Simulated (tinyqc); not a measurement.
Capacitance measurement on a leaky thin oxide: effects of series resistance and leakage: one step of the calculation.

The device is a capacitance C in parallel with a leakage conductance G, in series with Rs and Ls. An impedance meter reports either a parallel pair (Cp, Gp) from Y = 1/Z = Gp + i w Cp or a series pair (Cs, Rm) from Z = Rm + 1/(i w Cs); w = 2 pi f, dissipation D = Gp/(w |Cp|).

Problem. True capacitance and conductance. EOT = 3.9 tox/eox; CET = EOT + zc + zp; C = 3.9 eps0 A/CET; G = Jg A/Vs.

Inputs (values chosen for the exercise); values of the order met in thin-oxide MOS capacitors: relative permittivity of the gate insulator (close to aluminium oxide) eox = 8.84; insulator thickness tox = 4.8 nm; gate area A = 10000 um^2; oxide-equivalent thickness added by the accumulation layer zc = 0.26 nm; oxide-equivalent thickness added by gate depletion zp = 0 nm; gate leakage current density, not matched to the thickness Jg = 0.52 A/cm^2; voltage for an e-fold rise of the leakage Vs = 0.24 V.

Constants: eps0 = 8.8541878128e-14 F/cm where lengths are in cm. Results are converted to the units shown.

Wanted: EOT; CET; C; G.

Solution.

EOT = 2.1176 nm
CET = 2.3776 nm
C = 145.23 pF
G = 216.67 uS

tinyqc, about 0.01 s, one thread, Intel Xeon 2.30GHz (shared host): `OMP_NUM_THREADS=1 python tinyqc.py 2022008 2022009 out.jsonl`
